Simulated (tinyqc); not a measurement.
Band gaps under pressure and temperature from deformation potentials, step by step. Values are carried at full precision from step to step, so a last printed digit may differ when a step is redone from the rounded ones.

Murnaghan: V/V0 = (1 + Bp P/B0)^(-1/Bp), B0 = (C11 + 2 C12)/3. Each gap moves by a ln(V/V0) with its volume potential a, and falls with temperature by aV T^2/(T + bV) (Varshni); the two effects are added. No change of phase is considered.

Parameters, chosen for this exercise (near those of GaP, the X and L potentials typical of such crystals; not measured data):
- C11 = 137.7 GPa
- C12 = 62.9 GPa
- Bp = 4.29 (pressure derivative of the bulk modulus)
- P = 2.3 GPa (pressure)
- Eg = 2.922 eV (gap at Gamma to the s-like level at 0 K, 0 GPa)
- EgX = 2.305 eV (gap to X at 0 K, 0 GPa)
- EgL = 2.748 eV (gap to L at 0 K, 0 GPa)
- aG = -9.88 eV (volume potential of the Gamma gap)
- aX = 2.19 eV (volume potential of the X gap)
- aL = -2.75 eV (volume potential of the L gap)
- aV = (0.562, 0.56, 0.6) meV/K (Varshni alpha of Gamma, X, L)
- bV = (398, 376, 391) K (Varshni beta of Gamma, X, L)
- T = 500 K (temperature)
- aT = 4.6 1e-6/K (linear thermal expansion near 300 K)

## Volume under pressure

Give B0, V/V0, ln(V/V0), the change of the lattice constant and the linear estimate -P/B0.

B0 = 87.83 GPa
V/V0 = 0.97549
ln(V/V0) = -0.02482
change of a = -0.824 %
-P/B0 = -0.02619

The stiffening under pressure makes the compression 5.2 % smaller than the linear estimate.

## Gaps at P and T

Give both shifts and the gaps.

pressure shifts (eV): Gamma 0.2452, X -0.0543, L 0.0682

temperature shifts (eV): Gamma -0.1565, X -0.1598, L -0.1684

gaps (eV): Gamma 3.0107, X 2.0908, L 2.6479

The lowest valley is X (indirect gap), 557 meV below L; at 0 K and 0 GPa it is X.

## Pressure coefficients

Expand in P: E = E0 + c1 P + c2 P^2 with c1 = -a/B0 and c2 = a Bp/(2 B0^2).

c1 (meV/GPa): Gamma 112.49, X -24.93, L 31.31

c2 (meV/GPa^2): Gamma -2.747, X 0.609, L -0.765

Gamma and L rise under pressure and X falls, as the signs of the volume potentials say.

## Pressures at which the valleys cross

Two gaps meet at ln(V/V0) = -(E_i - E_j)/(a_i - a_j), with the gaps at T and P = 0; then P = (B0/Bp)(exp(-Bp ln(V/V0)) - 1). A dash marks expansion or a compression beyond ln(V/V0) = -0.3.

Crossings:
```
pair     E_i - E_j (eV)  ln(V/V0)  P (GPa)
Gamma-X          0.6204    0.0514        -
Gamma-L          0.1859    0.0261        -
L-X              0.4345    0.0879        -
```

The lowest valley stays X down to ln(V/V0) = -0.3, far beyond the phase change of the real crystal near 22 GPa.

## How much of dE/dT is thermal expansion

At 300 K: dE/dT = -aV T (T + 2 bV)/(T + bV)^2; expansion alone gives 3 aT a; the rest is electron-phonon coupling.

dE/dT (meV/K): Gamma -0.3793, X -0.3868, L -0.4079

from expansion (meV/K): Gamma -0.1363, X 0.0302, L -0.0379

remainder (meV/K): Gamma -0.2429, X -0.4170, L -0.3699

Expansion supplies 36 % of the slope at Gamma and 9 % at L; at X it works against the fall.

## Checks

- Slope of the Gamma gap at P = 0 by finite differences against c1 (meV/GPa): both 112.49.

(tinyqc, `OMP_NUM_THREADS=1 python tinyqc.py 1051179 1051180 out.jsonl`, Intel(R) Xeon(R) Processor @ 2.30GHz, 1 thread, shared host, about 0.01 s.)
